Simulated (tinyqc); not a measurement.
Deal-Grove kinetics of thermal oxidation of silicon: one step, computed by the program tinyqc.

Oxidant diffuses through the oxide and reacts at the interface, so that dx/dt = B/(A + 2x) for the oxide thickness x.

Problem. Rate constants. B = B0 p exp(-E_B/(k_B T)), B/A = (B/A)0 p^m exp(-E_A/(k_B T)), p in atm; A = B/(B/A). Temperatures in kelvin are T(C) + 273.15.

Inputs (values chosen for the exercise, close to those used for silicon): prefactor B0 = 851 um^2/h; activation energy E_B = 1.23 eV; prefactor (B/A)0 = 3.99e+06 um/h; activation energy E_A = 2 eV; temperature T = 1200 C; oxidant pressure p = 1 atm; pressure exponent m of B/A = 0.78.

Ambient: dry oxygen. Surface: (100).

Constants: k_B = 8.617333262e-05 eV/K.

Give: parabolic constant B; linear constant B/A; length A.

Solution.

parabolic constant B = 0.05272 um^2/h

linear constant B/A = 0.5738 um/h

length A = 0.09187 um

Reaction at the interface limits growth while x is well below A/2 = 0.0459 um, diffusion once x is well above it.
